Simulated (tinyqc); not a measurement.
Stress from a rosette of three resistors.

Question. In the (001) plane dR/R(0) = p11 sxx + p12 syy, dR/R(90) = p12 sxx + p11 syy and dR/R(45) = (p11 + p12)(sxx + syy)/2 + p44 sxy. Find the three stresses.

Inputs (values chosen for the exercise): piezoresistive coefficient p11 = 6.35 x 1e-11/Pa; piezoresistive coefficient p12 = -1.17 x 1e-11/Pa; piezoresistive coefficient p44 = 131 x 1e-11/Pa.

dR/R at 0, 45 and 90 degrees (%): -0.31261000  -10.726730  -0.96685000

Solution. The first and third give sxx and syy; the 45-degree value less their mean is p44 sxy.

sxx = -80.00 MPa
syy = -167.0 MPa
sxy = -77.00 MPa

Numbers from tinyqc (`OMP_NUM_THREADS=1 python tinyqc.py 2530104 2530105 out.jsonl`; about 0.01 s on one thread of a shared Intel Xeon 2.30GHz).
